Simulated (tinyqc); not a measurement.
Thin-body film or fin with hard walls, valleys of the Si type: one step. Filling at a given sheet density. Two cases, with inputs chosen for the exercise.

Problem. n_i = g m_d/(2 pi c) kB T ln(1 + exp((EF - E_i)/kB T)) over the levels listed; solve sum n_i = Ns (1e12/cm^2 = 1e-4/angstrom^2); the band bending of the charge itself is left out. c = hbar^2/2m0.

Constants: hbar^2/2m0 = 3.80998211 eV angstrom^2; kB = 8.617333262e-05 eV/K.

Give: EF; n_i in the order of the list.

Case 1.

Values chosen (out of a larger set: near those of Si; not measured data): Ns = 1.3 x 1e12/cm^2 (sheet density in the on state); T = 77 K (temperature).

Valleys (masses in m0):

| valleys g | cos^2(theta) | m_z | m_1 | m_2 | m_d |
|---|---|---|---|---|---|
| 4 | 0.500000 | 0.311267 | 0.188000 | 0.546000 | 0.320387 |
| 2 | 0.000000 | 0.188000 | 0.188000 | 0.904000 | 0.412252 |

Subbands:

| label | valleys g | E (eV) |
|---|---|---|
| 1 | 4 | 0.017966 |
| 1' | 2 | 0.029747 |
| 2 | 4 | 0.071866 |
| 2' | 2 | 0.118986 |
| 3 | 4 | 0.161698 |
| 3' | 2 | 0.267719 |
| 4 | 4 | 0.287463 |

Solution.

EF = 0.0116 eV

n_i in the order of the list (1e12/cm^2): 1.155  0.144  0.000  0.000  0.000  0.000  0.000

The fullest subband is 1, with 89 %.

Case 2.

Values chosen (out of a larger set: near those of Si; not measured data): Ns = 1.7 x 1e12/cm^2 (sheet density in the on state); T = 77 K (temperature).

Valleys (masses in m0):

| valleys g | cos^2(theta) | m_z | m_1 | m_2 | m_d |
|---|---|---|---|---|---|
| 4 | 0.500000 | 0.311621 | 0.188000 | 0.549000 | 0.321266 |
| 2 | 0.000000 | 0.188000 | 0.188000 | 0.910000 | 0.413618 |

Subbands:

| label | valleys g | E (eV) |
|---|---|---|
| 1 | 4 | 0.104385 |
| 1' | 2 | 0.173024 |
| 2 | 4 | 0.417540 |
| 2' | 2 | 0.692097 |
| 3 | 4 | 0.939465 |
| 3' | 2 | 1.557218 |
| 4 | 4 | 1.670159 |

Solution.

EF = 0.1011 eV

n_i in the order of the list (1e12/cm^2): 1.700  0.000  0.000  0.000  0.000  0.000  0.000

The fullest subband is 1, with 100 %.

Computed by tinyqc, one run a case: `OMP_NUM_THREADS=1 python tinyqc.py N N+1 out.jsonl` with N = 1281445, 1281867; one thread of a shared Intel(R) Xeon(R) Processor @ 2.30GHz, about 0.01 s a run at most.
